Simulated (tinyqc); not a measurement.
Worked calculation: two-valley model of the transferred-electron effect. Computed by tinyqc, a small Python program that keeps every step. Command: `OMP_NUM_THREADS=1 python tinyqc.py 3000320 3000321 out.jsonl gunn walk`. One thread of a shared host (Intel(R) Xeon(R) Processor @ 2.30GHz), about 0.01 s of CPU time with the checks. Intermediate numbers are printed to about 6 digits and carried at full precision; extremes and crossings named in words are read from the listed rows.

Both kinds of valley share one electron temperature T_e, and each has a constant mobility.

Inputs (values chosen for the exercise, modelled on InP): central-valley mass m1 = 0.08 m_0; satellite-valley mass m2 = 0.27 m_0; satellite valleys Z = 4; valley separation dE = 0.52 eV; central-valley mobility mu1 = 4500 cm^2/(V s); satellite-valley mobility mu2 = 140 cm^2/(V s); energy relaxation time tau_E = 0.71 ps; lattice temperature T = 500 K; electric field F = 6.3 kV/cm; mixing = 0.1; iteration cap = 600; doping n = 6.7e+15 1/cm^3; device length L = 2.6 micrometre; permittivity eps = 12.5.

Solver: damped fixed point.

Constants: k_B = 8.617333262e-05 eV/K; eps_0 = 8.8541878128e-12 F/m; e = 1.602176634e-19 C.

## Equilibrium

Density-of-states ratio R = Z (m2/m1)^(3/2); n2/n1 = R exp(-dE/(k_B T_e)); mean mobility mu = (mu1 + mu2 n2/n1)/(1 + n2/n1); energy balance e mu F^2 = (3/2) k_B (T_e - T)/tau_E; v = mu F.

R = 24.8011

n2/n1 without field = 1.42266e-04

low-field mobility = 4499.38 cm^2/(V s)

dE is 12.1 k_B T, so the satellites are empty without field.

## First two iterations

Fixed point from T_e = T: T_out = T + (2/3) e mu(T_e) F^2 tau_E/k_B, T_new = T_e + mixing (T_out - T_e); stop when |T_out - T_e| is below 1e-6 K.

T_out of iteration 1 = 1480.91 K

T_e after iteration 1 = 598.091 K

mu at that T_e = 4495.52 cm^2/(V s)

T_e after iteration 2 = 686.288 K

## Electron temperature

The formulas are those given above.

Course of the iteration:
```
iteration  T_e (K)  mu (cm^2/(V s))  |T_out - T_e| (K)
1           500.00          4499.38        9.80907e+02
2           598.09          4495.52        8.81974e+02
3           686.29          4483.64        7.91188e+02
4           765.41          4459.63        7.06836e+02
5           836.09          4422.08        6.27964e+02
6           898.89          4372.48        5.54354e+02
7           954.32          4314.25        4.86225e+02
...            ...              ...                ...
123        1298.45          3662.47        2.50689e-06
124        1298.45          3662.47        2.12385e-06
125        1298.45          3662.47        1.79933e-06
126        1298.45          3662.47        1.52439e-06
127        1298.45          3662.47        1.29147e-06
128        1298.45          3662.47        1.09414e-06
129        1298.45          3662.47        9.26954e-07
```

electron temperature T_e = 1298.45 K

Converged in 129 iterations.

## Velocity

The formulas are those given above.

share in the satellites = 19.2095 %

mean mobility = 3662.47 cm^2/(V s)

drift velocity = 2.30735 1e7 cm/s

## Peak, valley and negative differential mobility

Using T_e as the parameter, F(T_e) = sqrt(3 k_B (T_e - T)/(2 e mu tau_E)) and v = mu F; find the first maximum and the next minimum of v, and the most negative dv/dF between them.

threshold field = 9.12781 kV/cm

peak velocity = 2.42236 1e7 cm/s

T_e at the threshold = 1714.51 K

field of the velocity minimum = 25.0682 kV/cm

valley velocity = 2.27003 1e7 cm/s

peak-to-valley ratio = 1.06711

most negative differential mobility = -168.171 cm^2/(V s)

At the threshold k_B T_e is dE/3.5. The field of this run lies below the threshold.

## Does a domain form?

Space charge grows at the rate n e |mu_d|/(eps eps_0) during the transit time L/v, with v the valley velocity; Kroemer's criterion asks n L > eps eps_0 v/(e |mu_d|). Transit frequency v/L.

critical n L = 9.32454e+11 1/cm^2

n L of the device = 1.74200e+12 1/cm^2

transit frequency = 87.3088 GHz

n L is 1.87 times the critical product: a borderline case, which this order-of-magnitude rule cannot settle.

## Velocity against field

The formulas are those given above.

The curve:
```
F (kV/cm)  T_e (K)  share in the satellites (%)  v (1e7 cm/s)  low-field line (1e7 cm/s)
0.63         509.8                  1.79419e-02       0.28345                     0.2835
1.60         563.2                  5.51296e-02       0.71962                     0.7199
3.10         736.0                  6.77173e-01       1.38585                     1.3948
4.40         958.3                  4.36813e+00       1.89620                     1.9797
6.30        1298.5                  1.92095e+01       2.30735                     2.8346
8.80        1670.5                  4.00972e+01       2.42155                     3.9595
13.00       2194.8                  6.13367e+01       2.37344                     5.8492
19.00       2894.6                  7.55134e+01       2.29447                     8.5488
32.00       4534.1                  8.67611e+01       2.29509                    14.3980
63.00      10057.5                  9.31560e+01       2.76191                    28.3461
```

v falls between 8.8 and 19 kV/cm, while the share in the slow valleys goes from 40 to 76 %: transfer outruns the rise of the field. With constant mobilities n2/n1 tends to R and v ends on the line (mu1 + R mu2) F/(1 + R), a mobility of 309; real satellites saturate instead. Rows with T_e above 3000 K lie outside the range of a Maxwellian in parabolic valleys.

Checks made by the program: field recovered from T_e by the energy balance (relative difference 5e-10).
